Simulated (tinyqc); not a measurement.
## Line constants from open and short measurements

Inverse problem. A uniform line of length len, under a quarter wavelength, has Z_open = Zc coth(gamma len) and Z_short = Zc tanh(gamma len); gamma Zc = r + i w l and gamma/Zc = g + i w c, w = 2 pi f. Find r, l and c.

Parameters, values chosen for the exercise:

| symbol | value | unit | meaning |
|---|---|---|---|
| len | 16 | mm | length |
| f | 1.5 | GHz | frequency |

Zin with the far end open = 91.136897-83.197533i ohm
Zin with the far end shorted = 157.27718-103.32333i ohm

Solution. The product of the two impedances is Zc^2 and their ratio tanh^2(gamma len); the principal branch holds below a quarter wavelength.

r = 16.4 ohm/mm
l = 0.433 nH/mm
c = 77.0 pF/m

tinyqc, about 0.01 s, one thread, Intel Xeon 2.30GHz (shared host): `OMP_NUM_THREADS=1 python tinyqc.py 2810135 2810136 out.jsonl`
